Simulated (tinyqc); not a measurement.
Comparisons within one model: temperature and isotope dependence of a band gap in oscillator models. A value that a table varies takes the place of the one given here.

E(T) = E0 - sum_i sl_i th_i n_i(T), n = 1/(exp(th/T) - 1). The same coupling lowers the gap at 0 K by the zero-point term ZP = sum_i sl_i th_i/2, so the gap of the static lattice is E0 + ZP. Thermal expansion is taken as part of the slopes.

Two-parameter forms are made to pass through the falls at the two temperatures T12: Varshni aV T^2/(T + bV), from the line T^2/fall = (T + bV)/aV; one oscillator s1 t1/(exp(t1/T) - 1), with t1 from the ratio of the falls.

Constants: kB = 8.617333262e-05 eV/K; hbar^2/2m0 = 3.80998211 eV angstrom^2.

Parameters, chosen for this exercise (near those of AlN; the results hold for these values, not for the real material): E0 = 6.078 eV (gap at 0 K); th = (253, 1052) K (temperatures of two oscillators); sl = (0.1307, 0.6863) meV/K (their high-temperature slopes); T12 = (760, 1890) K (temperatures of the fits); mm = 0.94 m0 (geometric mean of the density-of-states masses); T = 600 K (temperature).

## How far the fits carry

Falls of the gap from E0, and errors of the two fits against the model.

Results:
```
T (K)  fall (meV)  Varshni - model (meV)  one oscillator - model (meV)  fall/ZP
20           0.00                   0.40                          0.00    0.000
50           0.21                   2.23                         -0.21    0.001
100          2.88                   6.41                         -2.78    0.008
200         16.77                  17.05                         -8.12    0.044
300         47.30                  22.53                         -7.79    0.125
400         93.56                  21.14                         -5.60    0.248
600        214.28                   9.71                         -1.79    0.568
800        353.87                  -2.11                          0.31    0.937
```

Below the first fit point the largest errors are +22.53 meV (Varshni, 300 K, on a fall of 47.30 meV) and -8.12 meV (one oscillator, 200 K); a T^2 law cannot freeze out; a single oscillator misses the soft modes. No row lies well beyond the second fit point, so the table does not test extrapolation to high T. The thermal fall stays below ZP up to 800 K.

## What the shift does to the intrinsic density

ni = 2 (mm kT/(4 pi c))^(3/2) exp(-E/2kT), c = hbar^2/2m0, with E(T) and with E0; 1 angstrom^-3 = 1e24 cm^-3. Apparent gap from an Arrhenius plot of ni/T^(3/2): E(T) - T dE/dT, dE/dT = -sum sl_i (th_i/T)^2 n_i (1 + n_i).

Results:
```
T (K)  E(T) (eV)  ni (cm^-3)  ni with E(T) / ni with E0  apparent gap (eV)
200       6.0612    5.33e-58                      1.627             6.1041
250       6.0482    1.89e-42                      1.996             6.1248
300       6.0307    5.05e-32                      2.496             6.1484
350       6.0092    1.57e-24                      3.128             6.1719
400       5.9844    7.02e-19                      3.885             6.1940
500       5.9275    6.59e-11                      5.734             6.2318
700       5.7954       0.112                     10.403             6.2853
```

Using E0 in place of E(T) understates ni by a factor that rises from 1.63 to 10.40, towards exp(sum sl/2kB) = 114.5. The slope of an Arrhenius plot returns neither E(T) nor E0 but the intercept of the tangent, 6.1484 eV at 300 K, which lies 70 meV above E0 and tends to the static gap 6.4555 eV.

## What each parameter does

Gap at T, slope -sum sl_i (th_i/T)^2 n_i (1 + n_i) and ZP. Each row changes one parameter from the base and keeps the others.

Results:
```
case                         E(T) (eV)  dE/dT (meV/K)  ZP (meV)
base                            5.8637        -0.6633    377.53
T = 640 K                       5.8368        -0.6796    377.53
E0 = 6.088 eV                   5.8737        -0.6633    377.53
th = (253, 1262) K              5.8946        -0.6095    449.59
sl = (0.1699, 0.6863) meV/K     5.8448        -0.7019    382.49
```

The largest shifts from the base row, up to three for each result and ties (the steps differ in size, so this ranks the rows, not the parameters). E(T) (eV): th +0.0308, T -0.0269, sl -0.0189. dE/dT (meV/K): th +0.0538, sl -0.0386, T -0.0163; unchanged at the printed digits by E0. ZP (meV): th +72.06, sl +4.96; unchanged at the printed digits by T and E0.

Run: tinyqc, `OMP_NUM_THREADS=1 python tinyqc.py 1851295 1851296 out.jsonl`; Intel(R) Xeon(R) Processor @ 2.30GHz, one thread, shared host; about 0.01 s of CPU time with all checks.
